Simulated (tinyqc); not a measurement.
# FinFET, parasitic resistance, capacitance and delay: what each parasitic element costs

Nf fins under one contact; each has gated perimeter p = 2 Hf + Wf and cross-section A = Hf Wf; contact width Wc = Nf pf, stack height Hs = Hf. Contact length Lc = CPP - Lg - 2 Lsp, shared by two neighbouring gates. Source and drain sides are equal. The formulas are first-order estimates, not field solutions.

Epitaxy sheet resistance Rsh = re/te, transfer length LT = sqrt(rc/Rsh), contact Rc = [sqrt(rc Rsh)/Wc] coth(Lc/(2 LT)); extension of one fin Rx = rx Lsp/A. With N fins: gate Cg = Cinv p N Lg; per side, plate Cp = ks eps0 [Wc (Hs + Hc) - N A]/Lsp, top fringe Cf = (2/pi) ks eps0 Wc ln(1 + Lg/(2 Lsp)), overlap Co = Cinv p N Lov. One fin: I = p Q vx u/(1 + |u|^1.8)^(1/1.8), Q = Cinv n Vt ln(1 + exp((Vg' - VT + dl Vd')/(n Vt))), u = Vd' mu/(vx Lg), Vg' = Vgs - v, Vd' = Vds - 2 v, with the drop on each side v = Rc (sum of I) + Rx I. Ieff = [I(Vgs = Vdd, Vds = Vdd/2) + I(Vdd/2, Vdd)]/2, total currents. With Cs = Cp + Cf + Co, the load of an inverter of two such devices driving an equal one is CL = 2 (Cg + 2 Cs) + 4 Cs + Cw (own drains counted twice for the Miller effect); delay CL Vdd/(2 Ieff). Each row removes one element and keeps the rest.

Values chosen for this exercise; values close to those of silicon logic devices:
```
symbol,value,unit,meaning
T,300,K,temperature
Nf,3,,number of fins
Hf,55,nm,fin height
Wf,6,nm,fin width
pf,42,nm,fin pitch
CPP,45,nm,contacted gate pitch
Lg,18,nm,gate length
Lsp,7,nm,spacer length
ks,5.5,,relative permittivity of the spacer
Hc,15,nm,gate height above the channel stack
rc,6.2e-10,ohm cm^2,contact resistivity
re,0.00065,ohm cm,resistivity of the source-drain epitaxy
te,25,nm,current-carrying depth of the epitaxy
rx,0.0013,ohm cm,resistivity of the extension
Lov,0.5,nm,gate overlap
Cinv,2.5,uF/cm^2,inversion capacitance
vx,1.2e7,cm/s,injection velocity
mu,210,cm^2/(V s),apparent mobility
VT,0.2,V,threshold at zero drain voltage
dl,0.028,V/V,barrier lowering
n,1.16,,subthreshold factor
Cw,0.3,fF,wire load
Vdd,0.65,V,supply voltage
```

Constants: q = 1.602176634e-19 C, kB = 1.380649e-23 J/K, eps0 = 8.8541878128e-12 F/m, Vt = kB T/q. Results are converted to the units shown.

One element removed at a time:
```
,Ieff (uA),CL (aF),delay (ps)
as given,240.1,1110,1.502
no contact resistance,265.2,1110,1.360
no extension resistance,269.1,1110,1.340
air spacer (ks = 1),240.1,731.9,0.9906
no overlap,240.1,1075,1.455
no wire,240.1,809.6,1.096
```

What do the numbers show?

Gains in delay, largest first: air spacer (ks = 1) 34 %, no wire 27 %, no extension resistance 11 %, no contact resistance 9.5 %, no overlap 3.1 %.

Program tinyqc, `OMP_NUM_THREADS=1 python tinyqc.py 2170145 2170146 out.jsonl`; Intel Xeon 2.30GHz, shared host, one thread, about 0.03 s.
